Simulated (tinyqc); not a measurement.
Binding against well width: donor or exciton in a quantum well (variational effective-mass method). Computed by tinyqc, a small Python program. Command: `OMP_NUM_THREADS=1 python tinyqc.py 3012370 3012371 out.jsonl welldonor walk`. One thread of a shared host (Intel(R) Xeon(R) Processor @ 2.30GHz), about 0.2 s of CPU time with the checks.

H = -nabla^2 - 2/|r - r_i| + V(z) in effective units; trial function psi = f(z) exp(-|r - r_i|/lambda), f the ground state of the well. Mass and screening are the same in well and barrier; l = L/a* is the width in effective units. Bands are flat: no polarisation or applied field.

Inputs (values chosen for the exercise, for a model semiconductor):
```
quantity                               value  unit
electron mass m                       0.0318   m_0
dielectric constant eps                 14.8     -
well width L                              13    nm
donor position z_i/L from the centre       0     -
barrier height V_0                      0.43    eV
```

Centre: donor. Barriers: finite.

Constants: Ry = 13.605693123 eV; a_0 = 0.529177210903 angstrom.

Method:
- Ry* = Ry m/eps^2, a* = a_0 eps/m; l = L/a*.
- k solves k tan(k l/2) = sqrt(v - k^2), v = V_0/Ry*, 0 < k l/2 < pi/2 (bisection); f = cos(k z) inside and cos(k l/2) exp(-kappa (|z| - l/2)) outside, kappa = sqrt(v - k^2); subband energy k^2 Ry*.
- Binding E_b(lambda) = -1/lambda^2 + 4 A/(lambda B), with A = int f^2 exp(-2 s/lambda) dz, B = int f^2 exp(-2 s/lambda)(1 + 2 s/lambda) dz and s = |z - z_i|; 40 Gauss-Legendre points on each piece between the walls at z = -l/2 and l/2 and z_i, and out to 12/(kappa + 1/lambda) beyond the walls.
- Each row maximises over lambda (golden section, 0.3 to 4).

a* = 24.6284 nm

Ry* = 1.97526 meV

Against width:
```
L (nm)  lambda (a*)  binding (Ry*)  binding (meV)
1.0         0.73352         2.5133         4.9645
1.9         0.67649         2.8230         5.5761
3.9         0.65821         2.9408         5.8087
7.2         0.68436         2.8124         5.5552
13.0        0.74199         2.5404         5.0180
23.0        0.82393         2.2004         4.3464
42.0        0.92892         1.8216         3.5982
```

The binding peaks at 2.941 Ry* near L = 3.9 nm: in narrower wells the envelope leaks into the barriers and returns towards three dimensions. In the widest well it is 1.822 Ry*. Rows under about 2 nm are a few atomic layers, where the envelope model is only a guide.

Extremes, crossings and ranges named in words are read from the listed rows.
